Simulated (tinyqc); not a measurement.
Worked calculation: sp3 tight binding, zinc-blende lattice. Computed by tinyqc, a small Python program that keeps every step. Command: `OMP_NUM_THREADS=1 python tinyqc.py 29561 29562 out.jsonl` (the two numbers bound the seeds that draw the settings). One thread of a shared host (Intel(R) Xeon(R) Processor @ 2.60GHz), about 0.01 s of CPU time with the checks.

## Bloch Hamiltonian at k

Parameters chosen for this model: zinc-blende lattice, anion at 0, cation at a/4 (1,1,1); V = eta hbar^2 / (m d^2), hbar^2/m = 7.619964 eV angstrom^2:
```
parameter          value      unit
a               6.370000  angstrom
d               2.758291  angstrom
Es anion      -13.380000        eV
Ep anion       -6.190000        eV
Es cation     -13.380000        eV
Ep cation      -6.190000        eV
eta ss         -1.520000
eta sp          1.730000
eta pp sigma    3.160000
eta pp pi      -0.840000
V ss           -1.522357        eV
V sp            1.732682        eV
V pp sigma      3.164899        eV
V pp pi        -0.841302        eV
```

k point k (2 pi / a): -0.7700  0.0000  -0.3400

Slater-Koster rules over the four bonds with direction cosines (l, m, n): ss V_ss; s-px l V_sp; px-s -l V_sp; px-px l^2 V_pps + (1 - l^2) V_ppp; px-py l m (V_pps - V_ppp); each times exp(i k.d).

H(k) at k (eV):
```
                 a s            a px            a py            a pz
a s         -13.3800          0.0000          0.0000          0.0000
a px          0.0000         -6.1900          0.0000          0.0000
a py          0.0000          0.0000         -6.1900          0.0000
a pz          0.0000          0.0000          0.0000         -6.1900
c s          -1.8527  0.0000-3.2219i          1.9054  0.0000-0.7200i
c px  0.0000+3.2219i          0.6013  0.0000+0.9611i         -2.5436
c py         -1.9054  0.0000+0.9611i          0.6013  0.0000+4.3009i
c pz  0.0000+0.7200i         -2.5436  0.0000+4.3009i          0.6013

                 c s            c px            c py            c pz
a s          -1.8527  0.0000-3.2219i         -1.9054  0.0000-0.7200i
a px  0.0000+3.2219i          0.6013  0.0000-0.9611i         -2.5436
a py          1.9054  0.0000-0.9611i          0.6013  0.0000-4.3009i
a pz  0.0000+0.7200i         -2.5436  0.0000-4.3009i          0.6013
c s         -13.3800          0.0000          0.0000          0.0000
c px          0.0000         -6.1900          0.0000          0.0000
c py          0.0000          0.0000         -6.1900          0.0000
c pz          0.0000          0.0000          0.0000         -6.1900
```

## Levels at k

Diagonalise the Hermitian matrix.

eigenvalues (eV): -16.5167  -13.8058  -11.4952  -10.9390  -5.1232  -3.8318  -1.3577  -0.8307

weights |c|^2 of the basis functions:
```
      band 1  band 2  band 3  band 4  band 5  band 6  band 7  band 8
a s   0.4480  0.3653  0.0027  0.0062  0.1272  0.0480  0.0013  0.0013
a px  0.0413  0.0738  0.0600  0.0944  0.2491  0.3562  0.0425  0.0828
a py  0.0073  0.0507  0.2338  0.1178  0.1236  0.0955  0.1635  0.2079
a pz  0.0033  0.0103  0.2036  0.2816  0.0001  0.0003  0.2927  0.2080
c s   0.4480  0.3653  0.0027  0.0062  0.1272  0.0480  0.0013  0.0013
c px  0.0413  0.0738  0.0600  0.0944  0.2491  0.3562  0.0425  0.0828
c py  0.0073  0.0507  0.2338  0.1178  0.1236  0.0955  0.1635  0.2079
c pz  0.0033  0.0103  0.2036  0.2816  0.0001  0.0003  0.2927  0.2080
```

## Bloch Hamiltonian at L

k point L (2 pi / a): 0.5000  0.5000  0.5000

As before.

H(k) at L (eV):
```
                  a s             a px             a py             a pz
a s          -13.3800           0.0000           0.0000           0.0000
a px           0.0000          -6.1900           0.0000           0.0000
a py           0.0000           0.0000          -6.1900           0.0000
a pz           0.0000           0.0000           0.0000          -6.1900
c s   -2.1529-2.1529i   1.4147+1.4147i   1.4147+1.4147i   1.4147+1.4147i
c px  -1.4147-1.4147i   0.6988+0.6988i  -1.8885-1.8885i  -1.8885-1.8885i
c py  -1.4147-1.4147i  -1.8885-1.8885i   0.6988+0.6988i  -1.8885-1.8885i
c pz  -1.4147-1.4147i  -1.8885-1.8885i  -1.8885-1.8885i   0.6988+0.6988i

                  c s             c px             c py             c pz
a s   -2.1529+2.1529i  -1.4147+1.4147i  -1.4147+1.4147i  -1.4147+1.4147i
a px   1.4147-1.4147i   0.6988-0.6988i  -1.8885+1.8885i  -1.8885+1.8885i
a py   1.4147-1.4147i  -1.8885+1.8885i   0.6988-0.6988i  -1.8885+1.8885i
a pz   1.4147-1.4147i  -1.8885+1.8885i  -1.8885+1.8885i   0.6988-0.6988i
c s          -13.3800           0.0000           0.0000           0.0000
c px           0.0000          -6.1900           0.0000           0.0000
c py           0.0000           0.0000          -6.1900           0.0000
c pz           0.0000           0.0000           0.0000          -6.1900
```

## Levels at L

As before.

eigenvalues (eV): -17.2061  -13.9063  -9.8490  -9.8490  -6.9724  -2.5310  -2.5310  -1.0553

## Bands along a path

The same steps at evenly spaced points between the labelled ones.

Bands along the path (eV):
```
k           band 1    band 2    band 3    band 4   band 5   band 6   band 7   band 8
L         -17.2061  -13.9063   -9.8490   -9.8490  -6.9724  -2.5310  -2.5310  -1.0553
L-G 0.25  -17.7378  -13.1047   -9.6540   -9.6540  -6.8944  -2.7260  -2.7260  -1.4031
L-G 0.50  -18.6068  -11.4303   -9.1306   -9.1306  -6.7439  -3.2494  -3.2494  -2.3591
L-G 0.75  -19.2423   -9.5269   -8.4910   -8.4910  -6.7895  -3.8890  -3.8890  -3.5812
G         -19.4694   -8.1664   -8.1664   -8.1664  -7.2906  -4.2136  -4.2136  -4.2136
G-X 0.25  -19.1643   -9.4219   -8.9309   -8.9309  -6.3481  -4.2056  -3.4491  -3.4491
G-X 0.50  -18.2795  -11.2563  -10.2173  -10.2173  -5.4054  -4.1989  -2.1627  -2.1627
G-X 0.75  -16.9020  -13.2260  -11.1826  -11.1826  -4.7700  -4.2420  -1.1974  -1.1974
X         -15.1642  -15.1642  -11.5316  -11.5316  -4.4058  -4.4058  -0.8484  -0.8484
X-W 0.25  -15.1642  -15.1642  -11.5316  -11.5316  -4.4058  -4.4058  -0.8484  -0.8484
X-W 0.50  -15.1642  -15.1642  -11.5316  -11.5316  -4.4058  -4.4058  -0.8484  -0.8484
X-W 0.75  -15.1642  -15.1642  -11.5316  -11.5316  -4.4058  -4.4058  -0.8484  -0.8484
W         -15.1642  -15.1642  -11.5316  -11.5316  -4.4058  -4.4058  -0.8484  -0.8484
```

With 4 band(s) filled, the highest filled level on these points lies at G and the lowest empty one at G: a gap of 0.8758 eV, direct.
